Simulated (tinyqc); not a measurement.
Standing waves and exposure in a photoresist film: sweeps and comparisons. A value that a table varies takes the place of the one given here.

Normal incidence from air. Unexposed resist: N1 = n1 + i k1 with k1 = (A + B) lam/(4 pi), lam in micrometres. r01 = (1 - N1)/(1 + N1), t01 = 2/(1 + N1). Substrate Ns = ns + i ks: r12 = (N1 - Ns)/(N1 + Ns). With p = exp(2 pi i N1 d/lam), the field at depth z is E(z) = t01 [exp(2 pi i N1 z/lam) + r12 p^2 exp(-2 pi i N1 z/lam)]/(1 + r01 r12 p^2), the relative intensity I(z) = n1 |E(z)|^2 and the reflectance R = |(r01 + r12 p^2)/(1 + r01 r12 p^2)|^2.

Values chosen for the exercise (a resist on Si, indices near tabulated ones; shifted at random, so the results belong to these values and not to a real crystal):
- lam = 365 nm (vacuum wavelength)
- n1 = 1.693 (resist index)
- A = 0.59 1/micrometre (bleachable absorption (Dill A))
- B = 0.04 1/micrometre (fixed absorption (Dill B))
- d = 1163 nm (resist thickness)
- ns = 6.394 (substrate n)
- ks = 2.649 (substrate k)

## Swing of the coupled dose with resist thickness

The mean of I is taken over 800 depths; the relative dose to clear is taken as 1/(mean of I over the lowest period, 60 depths), scaled to 1 in the first row.

Swing:

| d (nm) | R | mean I | relative dose |
|---|---|---|---|
| 1163.0 | 0.2065 | 0.7428 | 1.000 |
| 1181.0 | 0.2676 | 0.6774 | 1.092 |
| 1198.9 | 0.2246 | 0.7088 | 1.039 |
| 1216.9 | 0.0974 | 0.8175 | 0.904 |
| 1234.9 | 0.0023 | 0.8980 | 0.834 |
| 1252.8 | 0.0664 | 0.8351 | 0.908 |
| 1270.8 | 0.1927 | 0.7160 | 1.065 |
| 1288.8 | 0.2514 | 0.6568 | 1.158 |
| 1306.7 | 0.2101 | 0.6855 | 1.105 |
| 1324.7 | 0.0896 | 0.7832 | 0.971 |
| 1342.7 | 0.0011 | 0.8539 | 0.902 |
| 1360.6 | 0.0610 | 0.7978 | 0.977 |
| 1378.6 | 0.1803 | 0.6908 | 1.135 |

The period is 107.8 nm, six rows. The relative dose swings between 0.834 and 1.158, a ratio (max - min)/mean of 0.322, against the estimate 4 sqrt(|r01|^2 |r12|^2) exp(-(A + B) d) = 0.313 for the oscillating part alone; the ratio from the table also holds the slow rise from absorption, 13.5 % over two periods, so the two are not strictly comparable. The dose is least sensitive to thickness at an extremum; the lowest dose listed is at 1234.9 nm.

## What moves the exposure

The mean of I is over 800 depths. Each row changes one parameter from the base and keeps the others.

Results:

| case | \|r12\|^2 | R | mean I | I at the bottom |
|---|---|---|---|---|
| base | 0.4002 | 0.2065 | 0.7428 | 0.0660 |
| d = 1173 nm | 0.4002 | 0.2529 | 0.6948 | 0.0619 |
| n1 = 1.71 | 0.3965 | 0.2622 | 0.6878 | 0.0625 |
| B = 0.24 1/micrometre | 0.3996 | 0.1638 | 0.6585 | 0.0531 |
| ks = 2.384 | 0.3891 | 0.2020 | 0.7414 | 0.0675 |
| ns = 7.033 | 0.4256 | 0.2099 | 0.7517 | 0.0576 |

The largest shifts from the base row, up to three for each result and ties (the steps differ in size, so this ranks the rows, not the parameters). |r12|^2: ns +0.0254, ks -0.0110, n1 -0.0037; unchanged at the printed digits by d. R: n1 +0.0557, d +0.0464, B -0.0426. mean I: B -0.0842, n1 -0.0549, d -0.0479. I at the bottom: B -0.0129, ns -0.0084, d -0.0042.

Program tinyqc; command `OMP_NUM_THREADS=1 python tinyqc.py 1652098 1652099 out.jsonl`; about 0.01 s on one thread of a shared Intel(R) Xeon(R) Processor @ 2.30GHz.
